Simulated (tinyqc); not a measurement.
Worked calculation (part 1 of 2): G0W0 on RHF in the sto-3g basis, for BeH2, spin multiplicity 1. Computed by tinyqc, a small Python program that keeps every step (integrals from PySCF). Settings: charge = 0, multiplicity = 1, basis = sto-3g, method = RHF, energy threshold = 1e-10, iteration cap = 78, orthogonalisation = symmetric, start = Wolfsberg-Helmholz matrix, DIIS depth = 6. Command: `OMP_NUM_THREADS=1 python tinyqc.py 24468 24469 out.jsonl` (the two numbers bound the seeds that draw the settings). One thread of a shared host (Intel(R) Xeon(R) Processor @ 2.60GHz), about 0.06 s of CPU time with the checks. Later iterations appear only in the table of the cycle.

## One-electron integrals

Geometry (angstrom):
```
atom       x        y       z
Be    0.0000   0.0000  0.0000
H     0.0000   1.5630  0.0070
H     0.0000  -1.5630  0.0070
```

Basis sto-3g: exponents (1/bohr^2) and contraction coefficients of normalised primitives:
```
element  l (shell)  exponent  coefficient
Be           s (1)   30.1679       0.1543
Be           s (1)    5.4951       0.5353
Be           s (1)    1.4872       0.4446
Be           s (2)    1.3148      -0.1000
Be           s (2)    0.3055       0.3995
Be           s (2)    0.0994       0.7001
Be           p (3)    1.3148       0.1559
Be           p (3)    0.3055       0.6077
Be           p (3)    0.0994       0.3920
H            s (1)    3.4253       0.1543
H            s (1)    0.6239       0.5353
H            s (1)    0.1689       0.4446
```

Overlap, kinetic and nuclear-attraction integrals over the contracted functions; the nuclear repulsion is the sum of Za Zb / Rab.

nuclear repulsion = 2.877776 hartree

overlap S, order 1Be 1s, 1Be 2s, 1Be 2px, 1Be 2py, 1Be 2pz, 2H 1s, 3H 1s:
```
[[1.0000, 0.2595, 0.0000, 0.0000, 0.0000, 0.0426, 0.0426],
 [0.2595, 1.0000, 0.0000, 0.0000, 0.0000, 0.3733, 0.3733],
 [0.0000, 0.0000, 1.0000, 0.0000, 0.0000, 0.0000, 0.0000],
 [0.0000, 0.0000, 0.0000, 1.0000, 0.0000, 0.4563, -0.4563],
 [0.0000, 0.0000, 0.0000, 0.0000, 1.0000, 0.0020, 0.0020],
 [0.0426, 0.3733, 0.0000, 0.4563, 0.0020, 1.0000, 0.0139],
 [0.0426, 0.3733, 0.0000, -0.4563, 0.0020, 0.0139, 1.0000]]
```

kinetic energy T (hartree), order 1Be 1s, 1Be 2s, 1Be 2px, 1Be 2py, 1Be 2pz, 2H 1s, 3H 1s:
```
[[6.6940, -0.0330, 0.0000, 0.0000, 0.0000, -0.0118, -0.0118],
 [-0.0330, 0.2111, 0.0000, 0.0000, 0.0000, 0.0393, 0.0393],
 [0.0000, 0.0000, 0.6606, 0.0000, 0.0000, 0.0000, 0.0000],
 [0.0000, 0.0000, 0.0000, 0.6606, 0.0000, 0.1263, -0.1263],
 [0.0000, 0.0000, 0.0000, 0.0000, 0.6606, 0.0006, 0.0006],
 [-0.0118, 0.0393, 0.0000, 0.1263, 0.0006, 0.7600, -0.0056],
 [-0.0118, 0.0393, 0.0000, -0.1263, 0.0006, -0.0056, 0.7600]]
```

nuclear attraction V (hartree), order 1Be 1s, 1Be 2s, 1Be 2px, 1Be 2py, 1Be 2pz, 2H 1s, 3H 1s:
```
[[-15.2382, -2.0750, 0.0000, 0.0000, -0.0001, -0.3388, -0.3388],
 [-2.0750, -2.9671, 0.0000, 0.0000, -0.0011, -1.0171, -1.0171],
 [0.0000, 0.0000, -2.8873, 0.0000, 0.0000, 0.0000, 0.0000],
 [0.0000, 0.0000, 0.0000, -3.0712, 0.0000, -1.2111, 1.2111],
 [-0.0001, -0.0011, 0.0000, 0.0000, -2.8873, -0.0055, -0.0055],
 [-0.3388, -1.0171, 0.0000, -1.2111, -0.0055, -2.7460, -0.0456],
 [-0.3388, -1.0171, 0.0000, 1.2111, -0.0055, -0.0456, -2.7460]]
```

core Hamiltonian H = T + V (hartree), order 1Be 1s, 1Be 2s, 1Be 2px, 1Be 2py, 1Be 2pz, 2H 1s, 3H 1s:
```
[[-8.5442, -2.1080, 0.0000, 0.0000, -0.0001, -0.3506, -0.3506],
 [-2.1080, -2.7560, 0.0000, 0.0000, -0.0011, -0.9778, -0.9778],
 [0.0000, 0.0000, -2.2267, 0.0000, 0.0000, 0.0000, 0.0000],
 [0.0000, 0.0000, 0.0000, -2.4106, 0.0000, -1.0848, 1.0848],
 [-0.0001, -0.0011, 0.0000, 0.0000, -2.2268, -0.0049, -0.0049],
 [-0.3506, -0.9778, 0.0000, -1.0848, -0.0049, -1.9859, -0.0512],
 [-0.3506, -0.9778, 0.0000, 1.0848, -0.0049, -0.0512, -1.9859]]
```

## Two-electron integrals

Functions are numbered as in S; the eight-fold symmetry (ij|kl) = (ji|kl) = (kl|ij) leaves the list below.

Two-electron integrals (ij|kl) in chemists' order, unique and non-zero (hartree):
```
(11|11) 2.2988      (21|11) 0.3920      (21|21) 0.0795      (22|11) 0.5710
(22|21) 0.1430      (22|22) 0.4177      (31|31) 0.0146      (32|31) 0.0219
(32|32) 0.0923      (33|11) 0.5696      (33|21) 0.1431      (33|22) 0.4176
(33|33) 0.4499      (41|41) 0.0146      (42|41) 0.0219      (42|42) 0.0923
(43|43) 0.0242      (44|11) 0.5696      (44|21) 0.1431      (44|22) 0.4176
(44|33) 0.4014      (44|44) 0.4499      (51|51) 0.0146      (52|51) 0.0219
(52|52) 0.0923      (53|53) 0.0242      (54|54) 0.0242      (55|11) 0.5696
(55|21) 0.1431      (55|22) 0.4176      (55|33) 0.4014      (55|44) 0.4014
(55|55) 0.4499      (61|11) 0.0635      (61|21) 0.0129      (61|22) 0.0234
(61|33) 0.0232      (61|41) 0.0011      (61|42) 0.0021      (61|44) 0.0237
(61|51) 5.07e-06    (61|52) 9.61e-06    (61|54) 2.20e-06    (61|55) 0.0232
(61|61) 0.0022      (62|11) 0.1682      (62|21) 0.0428      (62|22) 0.1382
(62|33) 0.1328      (62|41) 0.0056      (62|42) 0.0355      (62|44) 0.1489
(62|51) 2.50e-05    (62|52) 1.59e-04    (62|54) 7.21e-05    (62|55) 0.1328
(62|61) 0.0077      (62|62) 0.0707      (63|31) 0.0037      (63|32) 0.0180
(63|43) 0.0060      (63|53) 2.69e-05    (63|63) 0.0061      (64|11) 0.1860
(64|21) 0.0479      (64|22) 0.1618      (64|33) 0.1522      (64|41) 0.0090
(64|42) 0.0550      (64|44) 0.1808      (64|51) 2.35e-05    (64|52) 1.66e-04
(64|54) 1.01e-04    (64|55) 0.1522      (64|61) 0.0089      (64|62) 0.0938
(64|64) 0.1277      (65|11) 0.0008      (65|21) 2.14e-04    (65|22) 0.0007
(65|33) 0.0007      (65|41) 2.35e-05    (65|42) 1.66e-04    (65|44) 0.0008
(65|51) 0.0037      (65|52) 0.0180      (65|54) 0.0060      (65|55) 0.0007
(65|61) 4.00e-05    (65|62) 4.20e-04    (65|64) 0.0005      (65|65) 0.0061
(66|11) 0.3373      (66|21) 0.0874      (66|22) 0.3168      (66|33) 0.2942
(66|41) 0.0127      (66|42) 0.1066      (66|44) 0.3617      (66|51) 5.69e-05
(66|52) 4.77e-04    (66|54) 3.03e-04    (66|55) 0.2942      (66|61) 0.0160
(66|62) 0.2101      (66|64) 0.2945      (66|65) 0.0013      (66|66) 0.7746
(71|11) 0.0635      (71|21) 0.0129      (71|22) 0.0234      (71|33) 0.0232
(71|41) -0.0011     (71|42) -0.0021     (71|44) 0.0237      (71|51) 5.07e-06
(71|52) 9.61e-06    (71|54) -2.20e-06   (71|55) 0.0232      (71|61) 0.0020
(71|62) 0.0065      (71|64) 0.0070      (71|65) 3.41e-05    (71|66) 0.0131
(71|71) 0.0022      (72|11) 0.1682      (72|21) 0.0428      (72|22) 0.1382
(72|33) 0.1328      (72|41) -0.0056     (72|42) -0.0355     (72|44) 0.1489
(72|51) 2.50e-05    (72|52) 1.59e-04    (72|54) -7.21e-05   (72|55) 0.1328
(72|61) 0.0065      (72|62) 0.0350      (72|64) 0.0379      (72|65) 2.06e-04
(72|66) 0.0763      (72|71) 0.0077      (72|72) 0.0707      (73|31) 0.0037
(73|32) 0.0180      (73|43) -0.0060     (73|53) 2.69e-05    (73|63) 0.0023
(73|73) 0.0061      (74|11) -0.1860     (74|21) -0.0479     (74|22) -0.1618
(74|33) -0.1522     (74|41) 0.0090      (74|42) 0.0550      (74|44) -0.1808
(74|51) -2.35e-05   (74|52) -1.66e-04   (74|54) 1.01e-04    (74|55) -0.1522
(74|61) -0.0070     (74|62) -0.0379     (74|64) -0.0400     (74|65) -2.20e-04
(74|66) -0.0823     (74|71) -0.0089     (74|72) -0.0938     (74|74) 0.1277
(75|11) 0.0008      (75|21) 2.14e-04    (75|22) 0.0007      (75|33) 0.0007
(75|41) -2.35e-05   (75|42) -1.66e-04   (75|44) 0.0008      (75|51) 0.0037
(75|52) 0.0180      (75|54) -0.0060     (75|55) 0.0007      (75|61) 3.41e-05
(75|62) 2.06e-04    (75|64) 2.20e-04    (75|65) 0.0023      (75|66) 4.57e-04
(75|71) 4.00e-05    (75|72) 4.20e-04    (75|74) -0.0005     (75|75) 0.0061
(76|11) 0.0086      (76|21) 0.0021      (76|22) 0.0061      (76|33) 0.0060
(76|44) 0.0062      (76|51) 2.63e-06    (76|52) 1.30e-05    (76|55) 0.0060
(76|61) 3.50e-04    (76|62) 0.0021      (76|64) 0.0024      (76|65) 1.34e-05
(76|66) 0.0048      (76|71) 3.50e-04    (76|72) 0.0021      (76|74) -0.0024
(76|75) 1.34e-05    (76|76) 8.91e-05    (77|11) 0.3373      (77|21) 0.0874
(77|22) 0.3168      (77|33) 0.2942      (77|41) -0.0127     (77|42) -0.1066
(77|44) 0.3617      (77|51) 5.69e-05    (77|52) 4.77e-04    (77|54) -3.03e-04
(77|55) 0.2942      (77|61) 0.0131      (77|62) 0.0763      (77|64) 0.0823
(77|65) 4.57e-04    (77|66) 0.1693      (77|71) 0.0160      (77|72) 0.2101
(77|74) -0.2945     (77|75) 0.0013      (77|76) 0.0048      (77|77) 0.7746
```

## Orthogonalisation

S = U s U^T; symmetric (Loewdin) form X = U s^(-1/2) U^T, so that X^T S X = 1.

eigenvalues of S: [0.3477, 0.4396, 0.9551, 1.0000, 1.0000, 1.6192, 1.6383]

X, order 1Be 1s, 1Be 2s, 1Be 2px, 1Be 2py, 1Be 2pz, 2H 1s, 3H 1s:
```
[[1.0285, -0.1508, 0.0000, 0.0000, -0.0001, 0.0209, 0.0209],
 [-0.1508, 1.1646, 0.0000, 0.0000, 0.0007, -0.2314, -0.2314],
 [0.0000, 0.0000, 1.0000, 0.0000, 0.0000, 0.0000, 0.0000],
 [0.0000, 0.0000, 0.0000, 1.2336, 0.0000, -0.3233, 0.3233],
 [-0.0001, 0.0007, 0.0000, 0.0000, 1.0000, -0.0012, -0.0012],
 [0.0209, -0.2314, 0.0000, -0.3233, -0.0012, 1.1839, -0.0596],
 [0.0209, -0.2314, 0.0000, 0.3233, -0.0012, -0.0596, 1.1839]]
```

## Starting guess

The start is the generalised Wolfsberg-Helmholz matrix (K = 1.75) built on H; D = 2 C_occ C_occ^T.

D at the start, order 1Be 1s, 1Be 2s, 1Be 2px, 1Be 2py, 1Be 2pz, 2H 1s, 3H 1s:
```
[[2.0420, -0.1662, 0.0000, 0.0000, -0.0014, -0.2023, -0.2023],
 [-0.1662, 0.7871, 0.0000, 0.0000, 0.0039, 0.4726, 0.4726],
 [0.0000, 0.0000, 0.0000, 0.0000, 0.0000, 0.0000, 0.0000],
 [0.0000, 0.0000, 0.0000, 0.8239, 0.0000, 0.4167, -0.4167],
 [-0.0014, 0.0039, 0.0000, 0.0000, 0.0000, 0.0024, 0.0024],
 [-0.2023, 0.4726, 0.0000, 0.4167, 0.0024, 0.4997, 0.0783],
 [-0.2023, 0.4726, 0.0000, -0.4167, 0.0024, 0.0783, 0.4997]]
```

## Iteration 1: building the Fock matrix

J_ij = sum D_kl (ij|kl), K_ij = sum D_kl (ik|jl); F = H + J - 0.5 K; E = tr D H + tr D J / 2 - 0.25 tr D K + E_nn.

Coulomb J (hartree), order 1Be 1s, 1Be 2s, 1Be 2px, 1Be 2py, 1Be 2pz, 2H 1s, 3H 1s:
```
[[6.3975, 1.2426, 0.0000, 0.0000, 0.0003, 0.2028, 0.2028],
 [1.2426, 2.6208, 0.0000, 0.0000, 0.0019, 0.9082, 0.9082],
 [0.0000, 0.0000, 2.5558, 0.0000, 0.0000, 0.0000, 0.0000],
 [0.0000, 0.0000, 0.0000, 2.7408, 0.0000, 1.0866, -1.0866],
 [0.0003, 0.0019, 0.0000, 0.0000, 2.5558, 0.0051, 0.0051],
 [0.2028, 0.9082, 0.0000, 1.0866, 0.0051, 2.2525, 0.0393],
 [0.2028, 0.9082, 0.0000, -1.0866, 0.0051, 0.0393, 2.2525]]
```

exchange K (hartree), order 1Be 1s, 1Be 2s, 1Be 2px, 1Be 2py, 1Be 2pz, 2H 1s, 3H 1s:
```
[[4.6157, 0.8274, 0.0000, 0.0000, -0.0001, 0.1341, 0.1341],
 [0.8274, 0.8816, 0.0000, 0.0000, 0.0039, 0.5308, 0.5308],
 [0.0000, 0.0000, 0.1626, 0.0000, 0.0000, 0.0000, 0.0000],
 [0.0000, 0.0000, 0.0000, 0.9852, 0.0000, 0.6095, -0.6095],
 [-0.0001, 0.0039, 0.0000, 0.0000, 0.1626, 0.0030, 0.0030],
 [0.1341, 0.5308, 0.0000, 0.6095, 0.0030, 0.9880, 0.0166],
 [0.1341, 0.5308, 0.0000, -0.6095, 0.0030, 0.0166, 0.9880]]
```

Fock matrix F (hartree), order 1Be 1s, 1Be 2s, 1Be 2px, 1Be 2py, 1Be 2pz, 2H 1s, 3H 1s:
```
[[-4.4546, -1.2791, 0.0000, 0.0000, 0.0002, -0.2149, -0.2149],
 [-1.2791, -0.5760, 0.0000, 0.0000, -0.0012, -0.3351, -0.3351],
 [0.0000, 0.0000, 0.2478, 0.0000, 0.0000, 0.0000, 0.0000],
 [0.0000, 0.0000, 0.0000, -0.1624, 0.0000, -0.3029, 0.3029],
 [0.0002, -0.0012, 0.0000, 0.0000, 0.2477, -0.0014, -0.0014],
 [-0.2149, -0.3351, 0.0000, -0.3029, -0.0014, -0.2275, -0.0202],
 [-0.2149, -0.3351, 0.0000, 0.3029, -0.0014, -0.0202, -0.2275]]
```

total energy of this density = -15.482220 hartree

## Iteration 1: diagonalisation and new density

Diagonalise F' = X^T F X, C = X C', fill 3 alpha and 3 beta electrons from the bottom; D = 2 C_occ C_occ^T. Each column has its largest component positive (the first on a tie).

F' = X^T F X (hartree):
```
[[-4.3434, -0.7030, 0.0000, 0.0000, 0.0002, -0.0017, -0.0017],
 [-0.7030, -0.1287, 0.0000, 0.0000, 0.0000, -0.2781, -0.2781],
 [0.0000, 0.0000, 0.2478, 0.0000, 0.0000, 0.0000, 0.0000],
 [0.0000, 0.0000, 0.0000, 0.1929, 0.0000, -0.3799, 0.3799],
 [0.0002, 0.0000, 0.0000, 0.0000, 0.2478, -0.0016, -0.0016],
 [-0.0017, -0.2781, 0.0000, -0.3799, -0.0016, 0.0537, -0.0790],
 [-0.0017, -0.2781, 0.0000, 0.3799, -0.0016, -0.0790, 0.0537]]
```

orbital energies (hartree): [-4.4586, -0.4073, -0.3753, 0.2477, 0.2478, 0.3684, 0.7009]

coefficients C, order 1Be 1s, 1Be 2s, 1Be 2px, 1Be 2py, 1Be 2pz, 2H 1s, 3H 1s:
```
[[0.9910, -0.2108, 0.0000, 0.0035, 0.0000, -0.2345, 0.0000],
 [0.0345, 0.5913, 0.0000, -0.0144, 0.0000, 1.0654, 0.0000],
 [0.0000, 0.0000, 0.0000, 0.0000, 1.0000, 0.0000, 0.0000],
 [0.0000, 0.0000, 0.5153, 0.0000, 0.0000, 0.0000, 1.2105],
 [0.0000, 0.0018, 0.0000, 0.9999, 0.0000, 0.0146, 0.0000],
 [-0.0049, 0.4030, 0.4167, 0.0070, 0.0000, -0.7235, -0.8390],
 [-0.0049, 0.4030, -0.4167, 0.0070, 0.0000, -0.7235, 0.8390]]
```

D after iteration 1, order 1Be 1s, 1Be 2s, 1Be 2px, 1Be 2py, 1Be 2pz, 2H 1s, 3H 1s:
```
[[2.0530, -0.1808, 0.0000, 0.0000, -0.0008, -0.1797, -0.1797],
 [-0.1808, 0.7017, 0.0000, 0.0000, 0.0021, 0.4762, 0.4762],
 [0.0000, 0.0000, 0.0000, 0.0000, 0.0000, 0.0000, 0.0000],
 [0.0000, 0.0000, 0.0000, 0.5311, 0.0000, 0.4295, -0.4295],
 [-0.0008, 0.0021, 0.0000, 0.0000, 0.0000, 0.0014, 0.0014],
 [-0.1797, 0.4762, 0.0000, 0.4295, 0.0014, 0.6722, -0.0225],
 [-0.1797, 0.4762, 0.0000, -0.4295, 0.0014, -0.0225, 0.6722]]
```

## Iteration 6 (converged): orbitals

converged F (hartree), order 1Be 1s, 1Be 2s, 1Be 2px, 1Be 2py, 1Be 2pz, 2H 1s, 3H 1s:
```
[[-4.5298, -1.2897, 0.0000, 0.0000, 0.0001, -0.2188, -0.2188],
 [-1.2897, -0.5950, 0.0000, 0.0000, -0.0008, -0.3396, -0.3396],
 [0.0000, 0.0000, 0.2138, 0.0000, 0.0000, 0.0000, 0.0000],
 [0.0000, 0.0000, 0.0000, -0.1479, 0.0000, -0.3029, 0.3029],
 [0.0001, -0.0008, 0.0000, 0.0000, 0.2138, -0.0011, -0.0011],
 [-0.2188, -0.3396, 0.0000, -0.3029, -0.0011, -0.2343, -0.0152],
 [-0.2188, -0.3396, 0.0000, 0.3029, -0.0011, -0.0152, -0.2343]]
```

As before.

F' = X^T F X (hartree):
```
[[-4.4204, -0.6996, 0.0000, 0.0000, 0.0000, -0.0053, -0.0053],
 [-0.6996, -0.1482, 0.0000, 0.0000, 0.0003, -0.2786, -0.2786],
 [0.0000, 0.0000, 0.2138, 0.0000, 0.0000, 0.0000, 0.0000],
 [0.0000, 0.0000, 0.0000, 0.2123, 0.0000, -0.3808, 0.3808],
 [0.0000, 0.0003, 0.0000, 0.0000, 0.2138, -0.0013, -0.0013],
 [-0.0053, -0.2786, 0.0000, -0.3808, -0.0013, 0.0461, -0.0713],
 [-0.0053, -0.2786, 0.0000, 0.3808, -0.0013, -0.0713, 0.0461]]
```

orbital energies (hartree): [-4.5332, -0.4183, -0.3758, 0.2138, 0.2138, 0.3576, 0.7055]

coefficients C, order 1Be 1s, 1Be 2s, 1Be 2px, 1Be 2py, 1Be 2pz, 2H 1s, 3H 1s:
```
[[0.9919, -0.2127, 0.0000, 0.0027, 0.0000, -0.2291, 0.0000],
 [0.0311, 0.6067, 0.0000, -0.0115, 0.0000, 1.0568, 0.0000],
 [0.0000, 0.0000, 0.0000, 0.0000, 1.0000, 0.0000, 0.0000],
 [0.0000, 0.0000, 0.4959, 0.0000, 0.0000, 0.0000, 1.2186],
 [0.0000, 0.0010, 0.0000, 0.9999, 0.0000, 0.0123, 0.0000],
 [-0.0038, 0.3925, 0.4301, 0.0058, 0.0000, -0.7293, -0.8323],
 [-0.0038, 0.3925, -0.4301, 0.0058, 0.0000, -0.7293, 0.8323]]
```

D after iteration 6, order 1Be 1s, 1Be 2s, 1Be 2px, 1Be 2py, 1Be 2pz, 2H 1s, 3H 1s:
```
[[2.0580, -0.1963, 0.0000, 0.0000, -0.0004, -0.1745, -0.1745],
 [-0.1963, 0.7381, 0.0000, 0.0000, 0.0012, 0.4760, 0.4760],
 [0.0000, 0.0000, 0.0000, 0.0000, 0.0000, 0.0000, 0.0000],
 [0.0000, 0.0000, 0.0000, 0.4918, 0.0000, 0.4266, -0.4266],
 [-0.0004, 0.0012, 0.0000, 0.0000, 0.0000, 0.0008, 0.0008],
 [-0.1745, 0.4760, 0.0000, 0.4266, 0.0008, 0.6781, -0.0619],
 [-0.1745, 0.4760, 0.0000, -0.4266, 0.0008, -0.0619, 0.6781]]
```

## Convergence

Stop when the energy changes by less than 1e-10 hartree and every element of the error matrix X^T (F D S - S D F) X is below 3e-06.

Course of the cycle:
```
iteration  E (hartree)     change  largest element of the error matrix
1           -15.482220          -                             1.62e-01
2           -15.514535  -3.23e-02                             1.86e-02
3           -15.515202  -6.67e-04                             2.85e-03
4           -15.515227  -2.45e-05                             2.24e-04
5           -15.515227  -1.32e-07                             4.28e-06
6           -15.515227  -5.37e-11                             2.15e-07
```

PySCF RHF in the same basis = -15.515227 hartree

Converged in 6 iterations.

## Populations, bond orders and dipole

Mulliken: Z minus the diagonal of D S on the atom; Loewdin: the same with S^(1/2) D S^(1/2); Mayer order: 2 sum_s sum (D(s) S)_ij (D(s) S)_ji over the two atoms.

Charges (e):
```
atom  Mulliken  Loewdin
1Be     0.0842   0.0720
2H     -0.0421  -0.0360
3H     -0.0421  -0.0360
```

Mayer bond orders:
```
pair   order
2-1   0.9923
3-1   0.9923
3-2   0.0059
```

dipole moment about the origin, x y z (debye): [0.0000, 0.0000, -0.0203]

## Integrals over molecular orbitals

(pq|rs) = sum C_ip C_jq C_kr C_ls (ij|kl), one index at a time.

one-electron integrals over orbitals h = C^T H C (hartree):
```
[[-8.5329, 0.2087, 0.0000, -0.0027, 0.0000, 0.2039, 0.0000],
 [0.2087, -2.2987, 0.0000, 0.0015, 0.0000, -0.2421, 0.0000],
 [0.0000, 0.0000, -2.2341, 0.0000, 0.0000, 0.0000, -0.3133],
 [-0.0027, 0.0015, 0.0000, -2.2267, 0.0000, -0.0030, 0.0000],
 [0.0000, 0.0000, 0.0000, 0.0000, -2.2267, 0.0000, 0.0000],
 [0.2039, -0.2421, 0.0000, -0.0030, 0.0000, -1.8928, 0.0000],
 [0.0000, 0.0000, -0.3133, 0.0000, 0.0000, 0.0000, -1.8590]]
```

Two-electron integrals over orbitals (pq|rs), unique and non-zero (hartree):
```
(11|11) 2.2719      (21|11) -0.1872     (21|21) 0.0238      (22|11) 0.4582
(22|21) -0.0058     (22|22) 0.3744      (31|31) 0.0051      (32|31) 0.0110
(32|32) 0.1587      (33|11) 0.4202      (33|21) -0.0024     (33|22) 0.3861
(33|33) 0.4095      (41|11) 0.0023      (41|21) -2.79e-04   (41|22) 1.52e-04
(41|33) 8.44e-05    (41|41) 0.0157      (42|11) -0.0012     (42|21) 8.27e-05
(42|22) 4.24e-04    (42|33) 0.0006      (42|41) 0.0149      (42|42) 0.0474
(43|31) -7.98e-06   (43|32) 0.0008      (43|43) 0.0125      (44|11) 0.5692
(44|21) -0.0073     (44|22) 0.3537      (44|33) 0.3352      (44|41) -3.05e-04
(44|42) -0.0016     (44|44) 0.4499      (51|51) 0.0157      (52|51) 0.0149
(52|52) 0.0474      (53|53) 0.0125      (54|51) -1.91e-04   (54|52) -0.0005
(54|54) 0.0243      (55|11) 0.5692      (55|21) -0.0073     (55|22) 0.3537
(55|33) 0.3352      (55|41) 7.64e-05    (55|42) -0.0006     (55|44) 0.4014
(55|55) 0.4499      (61|11) -0.1924     (61|21) 0.0250      (61|22) -0.0060
(61|33) -0.0030     (61|41) -1.30e-04   (61|42) 2.27e-04    (61|44) -0.0057
(61|55) -0.0057     (61|61) 0.0263      (62|11) 0.1361      (62|21) -0.0060
(62|22) -0.0148     (62|33) -0.0412     (62|41) 2.25e-04    (62|42) -2.87e-04
(62|44) 0.0673      (62|55) 0.0673      (62|61) -0.0052     (62|62) 0.0831
(63|31) -4.91e-04   (63|32) -0.0922     (63|43) -0.0007     (63|63) 0.0872
(64|11) 0.0011      (64|21) 1.67e-05    (64|22) 9.82e-05    (64|33) -2.78e-04
(64|41) 0.0162      (64|42) 0.0466      (64|44) -1.62e-04   (64|55) 4.83e-04
(64|61) 1.97e-04    (64|62) 0.0014      (64|64) 0.0493      (65|51) 0.0162
(65|52) 0.0466      (65|54) -3.23e-04   (65|65) 0.0493      (66|11) 0.4599
(66|21) -0.0067     (66|22) 0.3762      (66|33) 0.3873      (66|41) 4.71e-04
(66|42) 0.0014      (66|44) 0.3525      (66|55) 0.3525      (66|61) -0.0065
(66|62) -0.0278     (66|64) 0.0009      (66|66) 0.3930      (71|31) 0.0096
(71|32) 0.0177      (71|43) -2.87e-05   (71|63) 1.56e-04    (71|71) 0.0182
(72|31) 0.0045      (72|32) -0.0392     (72|43) -0.0007     (72|63) 0.0627
(72|71) 0.0084      (72|72) 0.0573      (73|11) 0.1501      (73|21) -0.0040
(73|22) 0.0007      (73|33) -0.0180     (73|41) 4.64e-06    (73|42) -0.0009
(73|44) 0.0701      (73|55) 0.0701      (73|61) -0.0036     (73|62) 0.0788
(73|64) 0.0007      (73|66) -0.0207     (73|73) 0.0872      (74|31) -1.29e-04
(74|32) -0.0015     (74|43) 0.0133      (74|63) 0.0010      (74|71) -2.23e-04
(74|72) 2.95e-04    (74|74) 0.0170      (75|53) 0.0133      (75|75) 0.0169
(76|31) 0.0098      (76|32) 0.1397      (76|43) 0.0009      (76|63) -0.0916
(76|71) 0.0161      (76|72) -0.0475     (76|74) -0.0013     (76|76) 0.1366
(77|11) 0.5463      (77|21) -0.0075     (77|22) 0.4006      (77|33) 0.4167
(77|41) 7.30e-05    (77|42) 1.15e-04    (77|44) 0.3776      (77|55) 0.3776
(77|61) -0.0076     (77|62) -0.0193     (77|64) -3.00e-04   (77|66) 0.4104
(77|73) 0.0031      (77|77) 0.4545
```
